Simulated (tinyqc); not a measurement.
Plasmons of a degenerate electron gas in the random-phase approximation: sweeps and comparisons. A value that a table varies takes the place of the one given here.

Zero temperature, parabolic band: kF = (3 pi^2 n)^(1/3), EF = c kF^2/m, Ep^2 = 8 pi c e2 n/(m eb), qTF^2 = 6 pi e2 n/(eb EF), c = hbar^2/2m0, e2 = e^2/(4 pi eps0), n in 1/angstrom^3 (1e-24 per 1/cm^3).

Lindhard function: eps(q, E)/eb = 1 + (qTF/q)^2 (f1 + i f2) with z = q/(2 kF), u = E/(hbar vF q), hbar vF = 2 c kF/m; f1 = 1/2 + [h(z - u) + h(z + u)]/(8 z), h(x) = (1 - x^2) ln|(x + 1)/(x - 1)|; f2 = pi u/2 for z + u < 1, (pi/(8 z))(1 - (z - u)^2) for |z - u| < 1 < z + u, else 0. Pairs exist for c (q^2 - 2 q kF)/m < E < c (q^2 + 2 q kF)/m.

Constants: hbar^2/2m0 = 3.80998211 eV angstrom^2; e^2/(4 pi eps0) = 14.39964547 eV angstrom; a0 (Bohr radius) = 0.5291772105 angstrom.

Inputs chosen for the exercise (mass and background constant near those of GaAs; polar phonons, which mix with the plasmon in the real crystal, and the rise of the mass with filling are left out; not measured data):

| symbol | value | unit | meaning |
|---|---|---|---|
| n | 2e+18 | 1/cm^3 | electron density |
| m | 0.0665 | m0 | mass |
| eb | 10.9 |  | background dielectric constant |
| ed | 4 |  | dielectric constant of the surroundings |
| d | 50 | angstrom | film thickness |
| qp | 0.0152 | 1/angstrom | wave vector of the plasmon |

## Dispersion and weight of the plasmon

Short formula: E^2 = Ep^2 + (3/5)(hbar vF q)^2 + (c q^2/m)^2; qc is where the plasmon meets the top of the continuum. The weight is the share of the f-sum that the plasmon carries, 2E/(Ep^2 d(eps/eb)/dE); a dash marks no undamped root.

Energies (meV):

| q (1/angstrom) | q/kF | top of continuum | plasmon | short formula | weight |
|---|---|---|---|---|---|
| 0.00175 | 0.045 | 7.991 | 61.98 | 61.98 | 1.000 |
| 0.00439 | 0.113 | 20.71 | 63.55 | 63.53 | 0.999 |
| 0.00702 | 0.180 | 34.18 | 66.49 | 66.35 | 0.995 |
| 0.00965 | 0.248 | 48.44 | 70.85 | 70.34 | 0.981 |
| 0.0123 | 0.316 | 63.60 | 76.86 | 75.43 | 0.941 |
| 0.0140 | 0.359 | 73.76 | 81.73 | 79.22 | 0.883 |
| 0.0158 | 0.405 | 84.87 | 88.04 | 83.65 | 0.754 |
| 0.0170 | 0.436 | 92.48 | 93.20 | 86.82 | 0.556 |
| 0.0193 | 0.495 | 107.5 | - | 93.37 | - |
| 0.0228 | 0.585 | 131.6 | - | 104.5 | - |

qc = 0.01754 1/angstrom

What can be read from the table?

Ep = 61.68 meV. The plasmon rises from 61.98 to 93.2 meV just before qc, 51 % above Ep. The short formula errs by -0.73 % at q/kF = 0.25 and -6.85 % next to qc. The weight falls from 1.000 to 0.556 as pairs take over the sum.

## Density dependence

n is multiplied by the factor listed.

Results:

| factor | rs | EF (meV) | Ep (meV) | Ep/EF | qc/kF | alpha = 3 EF/(5 Ep) |
|---|---|---|---|---|---|---|
| 0.10 | 1.223 | 18.75 | 19.51 | 1.040 | 0.605 | 0.577 |
| 0.20 | 0.971 | 29.77 | 27.58 | 0.927 | 0.554 | 0.648 |
| 0.50 | 0.715 | 54.83 | 43.61 | 0.795 | 0.492 | 0.754 |
| 1.0 | 0.568 | 87.04 | 61.68 | 0.709 | 0.450 | 0.847 |
| 2.0 | 0.451 | 138.2 | 87.23 | 0.631 | 0.411 | 0.950 |
| 5.0 | 0.332 | 254.5 | 137.9 | 0.542 | 0.365 | 1.107 |
| 10 | 0.263 | 404.0 | 195.1 | 0.483 | 0.333 | 1.243 |

What can be read from the table?

Over two decades Ep grows by 10.0 (n^(1/2)) and EF by 21.5 (n^(2/3)), so Ep/EF falls from 1.040 to 0.483 as sqrt(rs), and qc/kF from 0.605 to 0.333: in a dense gas the plasmon enters the continuum earlier on the scale of kF. alpha is the coefficient in E = Ep + alpha hbar^2 q^2/(m m0).

## Thin film modes against wave vector (bulk, surface, particle and sheet plasmons)

Drude medium eps = eb (1 - Ep^2/E^2), no retardation. A film of thickness d has modes eps = -ed coth(q d/2) (lower) and eps = -ed tanh(q d/2) (upper); a sheet with ns = n d has E^2 = 4 pi c e2 ns q/(m ed). One surface: eps = -ed; small sphere: eps = -2 ed.

Modes (meV):

| q d | q (1/angstrom) | lower | upper | sheet |
|---|---|---|---|---|
| 0.020 | 0.000400 | 10.05 | 61.57 | 10.18 |
| 0.050 | 0.00100 | 15.58 | 61.40 | 16.10 |
| 0.10 | 0.00200 | 21.35 | 61.12 | 22.77 |
| 0.20 | 0.00400 | 28.51 | 60.58 | 32.20 |
| 0.50 | 0.0100 | 39.02 | 59.08 | 50.91 |
| 1.0 | 0.0200 | 46.05 | 57.03 | 72.00 |
| 2.0 | 0.0400 | 50.67 | 54.53 | 101.8 |
| 4.0 | 0.0800 | 52.49 | 53.01 | 144.0 |
| 8.0 | 0.160 | 52.75 | 52.76 | 203.6 |

bulk, surface, sphere (meV): 61.68  52.76  46.84

How do the results move?

At small q d the lower mode tends to the sheet law sqrt(q) (within 5 % up to q d = 0.05 of the values listed) and the upper one starts near the bulk value. At q d = 8 the two are 0.0095 meV apart around the surface value 52.76 meV. Retardation, left out here, matters where q is below about three times sqrt(ed) E/(hbar c), hbar c = 1973.27 eV angstrom: that holds for 0 of the rows (from the top) for the lower mode and 0 for the upper one. From q d = 1 on q exceeds half of kF = 0.039 1/angstrom, where a local dielectric function has failed; it does so earlier, once hbar vF q nears the mode energy. The film is thinner than half a Fermi wavelength, pi/kF, so a real one would be quantised.

## What moves the plasmon

The plasmon is taken at qp. Each row changes one parameter from the base and keeps the others.

Results:

| case | Ep (meV) | plasmon at qp (meV) | qc (1/angstrom) |
|---|---|---|---|
| base | 61.68 | 85.78 | 0.01754 |
| n = 2.4e+18 1/cm^3 | 67.57 | 92.07 | 0.01821 |
| m = 0.0765 m0 | 57.51 | 76.96 | 0.01852 |
| eb = 9.81 | 65.02 | 87.81 | 0.01827 |
| qp = 0.0106 1/angstrom | 61.68 | 72.81 | 0.01754 |

What does this show?

The largest shifts from the base row, up to three for each result and ties (the steps differ in size, so this ranks the rows, not the parameters). Ep (meV): n +5.89, m -4.17, eb +3.34; unchanged at the printed digits by qp. plasmon at qp (meV): qp -13.0, m -8.82, n +6.28. qc (1/angstrom): m +0.000979, eb +0.000732, n +0.000664; unchanged at the printed digits by qp.

(tinyqc, `OMP_NUM_THREADS=1 python tinyqc.py 1681617 1681618 out.jsonl`, Intel(R) Xeon(R) Processor @ 2.30GHz, 1 thread, shared host, about 0.01 s.)
